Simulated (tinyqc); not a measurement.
Solute against host over temperature: five-frequency model of solute diffusion by vacancies in an fcc metal. Computed by tinyqc, a small Python program. Command: `OMP_NUM_THREADS=1 python tinyqc.py 3027090 3027091 out.jsonl fivefreq walk`. One thread of a shared host (Intel(R) Xeon(R) Processor @ 2.30GHz), about 0.05 s of CPU time with the checks.

A vacancy next to the solute exchanges with it (w2), jumps to one of 4 sites that also neighbour the solute (w1) or to one of 7 that do not (w3); w4 is the reverse of w3 and w0 the host jump.

Inputs (values chosen for the exercise, for a model solute in a host close to silver):
```
quantity                                      value      unit
barrier E0 (host jump)                        0.643        eV
barrier E1 (vacancy circles the solute)       0.809        eV
barrier E2 (exchange)                         0.789        eV
barrier E3 (dissociation)                     0.639        eV
binding energy E_b (positive for attraction)  0.012        eV
vacancy formation energy E_f                   1.15        eV
formation entropy S_f                             1       k_B
attempt frequency nu                            7.9       THz
lattice constant a                             4.09  angstrom
temperature T                                   639         K
```

Constants: k_B = 8.617333262e-05 eV/K.

Method:
- w_i = nu exp(-E_i/(k_B T)); detailed balance gives E4 = E3 - E_b.
- Manning: with y = w4/w0, 7F = 7 - (10 y^4 + 180.5 y^3 + 927 y^2 + 1341 y)/(2 y^4 + 40.2 y^3 + 254 y^2 + 597 y + 436); f2 = (2 w1 + 7F w3)/(2 w2 + 2 w1 + 7F w3).
- c_v = exp(S_f - E_f/(k_B T)); host D0 = a^2 c_v w0 x 0.7815; solute D2 = a^2 c_v exp(E_b/(k_B T)) w2 f2; 1 angstrom^2 = 1e-16 cm^2.

Diffusion:
```
T (K)       f2  D0 (cm^2/s)  D2 (cm^2/s)    D2/D0
415    0.99355   4.7209e-24   1.4157e-25  0.02999
479    0.98896   3.8311e-21   1.8867e-22  0.04925
543    0.98341   6.4094e-19   4.6018e-20  0.07180
639    0.97395   2.0274e-16   2.2167e-17  0.10933
735    0.96387   1.4255e-14   2.1196e-15  0.14869
831    0.95377   3.7520e-13   7.0486e-14  0.18786
927    0.94403   5.0162e-12   1.1322e-12  0.22571
```

The apparent activation energy of D2 is 1.926 eV between the coldest rows and 1.920 eV between the hottest; without correlation it would be E_f - E_b + E2 = 1.927 eV, and the host has 1.793 eV. f2 is not small, so the exchange barrier governs.
